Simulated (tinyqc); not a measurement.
Dielectric confinement in a thin film (image charges): sweeps and comparisons. A value that a table varies takes the place of the one given here.

A film |z| < t/2 of dielectric constant eps between half-spaces of dielectric constant e2; lam = (eps - e2)/(eps + e2), q = e^2/(4 pi eps0). The self-energy of a band edge is taken with the high-frequency value, e2 = eh, and the field of a fixed ion with the static one, e2 = eo. A charge at z has images lam^|n| at n t + (-1)^n z. Its self-energy is S(z) = (q/2 eps) sum over n >= 1 of lam^n [1/(n t - 2z) + 1/(n t + 2z)] for odd n and 2 lam^n/(n t) for even n; at the centre S(0) = -(q/(eps t)) ln(1 - lam).

Donor at the centre, lam from the static eo, trial function cos(pi z/t) exp(-rho/l): E(l) = c/(m l^2) - (q/eps) times the integral over k of F(k t) (1 + (k l/2)^2)^(-3/2), with F(x) = F0 + 2 lam exp(-x) G/(1 - lam exp(-x)), F0 = 2[(1 - exp(-x/2))/x + x (1 + exp(-x/2))/(x^2 + 4 pi^2)], G = 2 sinh(x/2)[1/x - x/(x^2 + 4 pi^2)]; c = hbar^2/2m0. The binding energy is -E at the minimum, counted from the subband edge with its self-energy.

Constants: e^2/(4 pi eps0) = 14.39964547 eV angstrom; hbar^2/2m0 = 3.80998211 eV angstrom^2; Ry = 13.60569312 eV.

Values chosen for the exercise (near those of a Si (100) film, two-fold valleys, in vacuum; shifted at random, so the results belong to these values and not to a real crystal): eps = 11.8 (dielectric constant of the film); eh = 1 (high-frequency dielectric constant outside); eo = 1 (static dielectric constant outside); m = 0.189 m0 (mass in the plane); mz = 0.936 m0 (mass across the film); ts = (12, 18, 26, 38, 55, 80, 120) angstrom (thicknesses); t = 60 angstrom (film thickness).

## Thinning the film

<S> is the mean over (2/t) cos^2(pi z/t); confinement c (pi/t)^2/mz; donor binding with and without images.

Results:
```
t (angstrom)  <S> (meV)  confinement (meV)  binding, no images (meV)  binding (meV)  l (angstrom)
12                207.9              279.0                      55.9          352.4          14.5
18                138.6              124.0                      50.9          261.8          17.2
26                 96.0               59.4                      46.0          199.2          20.1
38                 65.7               27.8                      40.7          149.7          23.5
55                 45.4               13.3                      35.4          113.0          27.4
80                 31.2                6.3                      30.2           84.8          32.1
120                20.8                2.8                      25.0           62.0          38.0
```

Between 120 and 12 angstrom the binding goes from 62.0 to 352.4 meV; quantum confinement alone would take it from 25.0 to 55.9, so the images supply +37.0 and +296.6 meV. |<S>| goes as 1/t and exceeds the confinement energy beyond 16 angstrom. For t well above a* = 33 angstrom the separable trial function underbinds, which affects the last rows.

## Choice of the surrounding dielectric

The same film between different dielectrics; in this table one value e2 serves for both eo and eh.

Results:
```
case         lam  <S> (meV)  binding (meV)  l (angstrom)
e2 = 1     0.844       41.6          105.7          28.4
e2 = 2.5   0.650       24.3           74.0          29.2
e2 = 3.9   0.503       16.5           60.4          29.7
e2 = 7.5   0.223        6.1           43.5          30.7
e2 = 16   -0.151       -3.5           29.1          32.2
e2 = 25   -0.359       -7.8           23.2          33.1
e2 = 80   -0.743      -14.7           14.7          35.0
```

The binding spans a factor 7.2, from 106 meV in vacuum to 14.7 meV for e2 = 80; going from 3.9 to 25 changes it by -37.2 meV and the band edge by -24.3 meV, so the binding responds 1.53 times as much as the edge (for an orbit much smaller than t the binding would change by twice the change of S(0), -40.9 meV; here l/t = 0.49 for e2 = 3.9).

## What each parameter does

<S> is the mean over (2/t) cos^2(pi z/t). Each row changes one parameter from the base and keeps the others.

Results:
```
case             lam from eh  <S> (meV)  binding (meV)  l (angstrom)
base                   0.844       41.6          105.7          28.4
t = 54 angstrom        0.844       46.2          114.6          27.2
eps = 10.6             0.828       44.0          116.3          26.8
eo = 1.4               0.844       41.6           93.6          28.7
eh = 1.3               0.802       36.5          105.7          28.4
m = 0.227 m0           0.844       41.6          110.4          25.6
```

The largest shifts from the base row, up to three for each result and ties (the steps differ in size, so this ranks the rows, not the parameters). lam from eh: eh -0.042, eps -0.016; unchanged at the printed digits by t, eo and m. <S> (meV): eh -5.1, t +4.6, eps +2.4; unchanged at the printed digits by eo and m. binding (meV): eo -12.1, eps +10.6, t +8.9; unchanged at the printed digits by eh. l (angstrom): m -2.9, eps -1.7, t -1.2; unchanged at the printed digits by eh.

Computed by tinyqc, a small Python program: `OMP_NUM_THREADS=1 python tinyqc.py 1252032 1252033 out.jsonl` (the numbers bound the seed that draws the inputs); one thread of a shared host (Intel(R) Xeon(R) Processor @ 2.30GHz), about 0.03 s for the whole set of steps.
